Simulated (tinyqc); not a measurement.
## AlGaN/GaN HEMT with access regions, lumped model: effect of the source access length

A polarisation-induced electron sheet under a Schottky gate, in series with two ungated access regions and contacts. Drift law v = mu E/(1 + mu E/vs) under the gate. Currents in mA/mm, resistances in ohm mm. No self-heating, no channel-length modulation; fits for polarisation, barrier and offset are chosen for the exercise.

sigma = (5e13 x + 1.6e13 x^2) cm^-2, phiB = 0.84 + 1.3 x, dEc = 0.7 (1.71 x + x^2) in volts, Cb = eps0 eps_r/d, VT = phiB - dEc - q sigma/Cb, access density n0 = -Cb VT/q. Access resistance R(L, n) = L/(q mu n sqrt(1 - (I/(q n vs))^2)); Rs = Rc + R(Ls, n0), Rd = Rc + R(Ld, (1 - ft) n0). Vg' = Vg - I Rs, Vd' = Vd - I (Rs + Rd); with u = Vg' - VT, Vc = vs Lg/mu and w the smaller of Vd' and Vc [sqrt(1 + 2 u/Vc) - 1] (0 if negative), the channel gives (mu Cb/Lg)(u w - w^2/2)/(1 + w/Vc). I equals that channel current. Isat is I at Vd = 10 V, gm = dIsat/dVg, Ron the limit of Vd/I at small Vd.

Parameters, values chosen for the exercise; values close to those of AlGaN/GaN structures:

| symbol | value | unit | meaning |
|---|---|---|---|
| x | 0.34 |  | aluminium share of the barrier |
| d | 20 | nm | barrier thickness |
| eps_r | 9.4 |  | relative permittivity of barrier and channel |
| mu | 1900 | cm^2/(V s) | channel mobility |
| vs | 1.1e7 | cm/s | saturation velocity |
| Lg | 0.25 | um | gate length |
| Ld | 12 | um | drain access length |
| Rc | 0.39 | ohm mm | resistance of each contact |
| ft | 0.22 |  | share of the drain-access electrons removed by traps |
| Vg | 0 | V | gate voltage |

Constants: q = 1.602176634e-19 C, eps0 = 8.8541878128e-14 F/cm where lengths are in cm. Results are converted to the units shown.

The same in every row: VT (V) = -6.463; n0 (cm^-2) = 1.679e13.

Effect of the source access length:
```
Ls (um)  Ron (ohm mm)  Isat (mA/mm)  gm (mS/mm)
0.1             3.859          1765       16.40
0.3             3.898          1757       17.99
0.6             3.957          1745       20.77
1               4.035          1728       25.36
1.5             4.133          1706       33.10
2.5             4.329          1657       60.68
4               4.622          1564       209.3
```

Read the table: what changes, and by how much?

As Ls goes from 0.1 to 4 um, Ron rises from 3.86 to 4.62 ohm mm, Isat falls from 1770 to 1560 mA/mm and gm rises from 16.4 to 209 mS/mm. The ceiling Cb vs is 458 mS/mm. In every row the power passes 5 W/mm, where self-heating, left out here, lowers the current. In every row the gated channel is not yet saturated at 10 V, because the access regions take the voltage, and gm drops.

Computed by the program tinyqc: `OMP_NUM_THREADS=1 python tinyqc.py 2570011 2570012 out.jsonl`, one thread of a shared Intel Xeon 2.30GHz, about 0.01 s for the whole run.
